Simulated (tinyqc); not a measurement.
# Lossy on-chip transmission line with skin effect: effects of single changes

A uniform line in a homogeneous dielectric: c = sqrt(er)/(c0 Z0), l = Z0 sqrt(er)/c0 (c0 = 299792458 m/s), g = w c td, w = 2 pi f. The resistance joins its limits as r = sqrt(r_dc^2 + r_hf^2), with r_dc = rho/(wd th), r_hf = kr rho/(2 delta (wd + th)), delta = sqrt(rho/(pi f mu0)), mu0 = 4 pi 1e-7 H/m; this is an interpolation, and internal inductance, up to 0.05 nH/mm at low frequency, is neglected.

Values chosen for this exercise:
- wd = 1.2 um (width of the strip)
- th = 1.2 um (thickness of the strip)
- rho = 2.2 uohm cm (resistivity)
- er = 4.2 (relative permittivity)
- td = 0.02 (loss tangent)
- Z0 = 35 ohm (lossless impedance sqrt(l/c))
- kr = 1.2 (factor for crowding and the return path)
- len = 0.72 mm (length)
- Rg = 25 ohm (source resistance)
- RL = 1000 ohm (load resistance)
- CL = 20 fF (load capacitance)
- f = 0.64 GHz (frequency)

Each table varies one quantity; the others keep the values above.

## Line properties against frequency

gamma = sqrt((r + i w l)(g + i w c)) = alpha + i beta, Zc = sqrt((r + i w l)/(g + i w c)), roots with positive real part; loss 8.685889638 alpha in dB; phase velocity w/beta. ZL = 1/(1/RL + i w CL); reflection (ZL - Zc)/(ZL + Zc); Zin = Zc (ZL + Zc tanh(gamma len))/(Zc + ZL tanh(gamma len)); H = V_load/V_source = [Zin/(Zin + Rg)]/[cosh(gamma len) + (Zc/ZL) sinh(gamma len)].

Line properties against frequency:

| f (GHz) | r (ohm/mm) | r/(w l) | loss (dB/mm) | \|Zc\| (ohm) | phase velocity over c0 | length in wavelengths | \|H\| (dB) |
|---|---|---|---|---|---|---|---|
| 0.01 | 15.28 | 1016 | 0.08491 | 1116 | 0.02185 | 0.001099 | -0.3073 |
| 0.03 | 15.28 | 338.9 | 0.1469 | 644.2 | 0.03781 | 0.001906 | -0.3074 |
| 0.09 | 15.29 | 113.0 | 0.2539 | 372.1 | 0.06526 | 0.003312 | -0.3077 |
| 0.3 | 15.33 | 33.99 | 0.4594 | 204.1 | 0.1178 | 0.006118 | -0.3088 |
| 0.8 | 15.42 | 12.82 | 0.7347 | 125.5 | 0.1871 | 0.01027 | -0.3108 |
| 2 | 15.63 | 5.198 | 1.107 | 80.52 | 0.2773 | 0.01732 | -0.3128 |
| 7 | 16.47 | 1.566 | 1.741 | 47.70 | 0.4104 | 0.04096 | -0.2817 |
| 20 | 18.49 | 0.6151 | 2.279 | 37.92 | 0.4693 | 0.1023 | -0.02526 |
| 60 | 23.65 | 0.2621 | 3.135 | 35.58 | 0.4845 | 0.2974 | -1.582 |

r equals w l at 11.4 GHz: below it |Zc| and the delay grow as in an RC line, above it |Zc| tends to Z0 = 35 ohm and the velocity to 1/sqrt(er) = 0.488 c0. The loss goes as f^(0.50) between the first two rows and f^(0.29) between the last two. |H| is -0.307 dB in the first row and -1.58 dB in the last; between rows it can pass through resonances that the table doesn't show.

## Effect of the width of the strip

Same model as above.

Z0 is held fixed by scaling the dielectric height.

Result of one run:

| wd (um) | r (ohm/mm) | r/(w l) | loss (dB/mm) | \|Zc\| (ohm) | phase velocity over c0 | length in wavelengths | \|H\| (dB) |
|---|---|---|---|---|---|---|---|
| 0.3 | 61.184 | 63.592 | 1.3495 | 279.10 | 0.086706 | 0.017727 | -0.58545 |

What becomes of these results when the width of the strip wd is changed from 0.3 to 4.6 um, all else the same?

Result of the changed run:

| wd (um) | r (ohm/mm) | r/(w l) | loss (dB/mm) | \|Zc\| (ohm) | phase velocity over c0 | length in wavelengths | \|H\| (dB) |
|---|---|---|---|---|---|---|---|
| 4.6 | 4.0594 | 4.2192 | 0.31229 | 72.875 | 0.30109 | 0.0051049 | -0.24084 |

The whole series:

| wd (um) | r (ohm/mm) | r/(w l) | loss (dB/mm) | \|Zc\| (ohm) | phase velocity over c0 | length in wavelengths | \|H\| (dB) |
|---|---|---|---|---|---|---|---|
| 0.3 | 61.184 | 63.592 | 1.3495 | 279.10 | 0.086706 | 0.017727 | -0.58545 |
| 0.47 | 39.099 | 40.638 | 1.0741 | 223.13 | 0.10797 | 0.014236 | -0.45370 |
| 0.74 | 24.882 | 25.861 | 0.85095 | 178.04 | 0.13438 | 0.011438 | -0.36791 |
| 1.2 | 15.391 | 15.997 | 0.66151 | 140.11 | 0.16880 | 0.0091056 | -0.31021 |
| 1.8 | 10.294 | 10.699 | 0.53288 | 114.72 | 0.20319 | 0.0075646 | -0.27907 |
| 2.9 | 6.4153 | 6.6678 | 0.40930 | 90.872 | 0.25014 | 0.0061448 | -0.25531 |
| 4.6 | 4.0594 | 4.2192 | 0.31229 | 72.875 | 0.30109 | 0.0051049 | -0.24084 |
| 7.2 | 2.6014 | 2.7038 | 0.23501 | 59.420 | 0.35264 | 0.0043587 | -0.23188 |

As wd goes from 0.3 to 7.2, the loss falls from 1.35 to 0.235 dB/mm, |Zc| falls from 279 to 59.4 ohm and |H| goes from -0.585 to -0.232 dB, with its highest value among the rows, -0.232 dB, at wd = 7.2.

Program tinyqc, `OMP_NUM_THREADS=1 python tinyqc.py 2810199 2810200 out.jsonl`; Intel Xeon 2.30GHz, shared host, one thread, about 0.01 s.
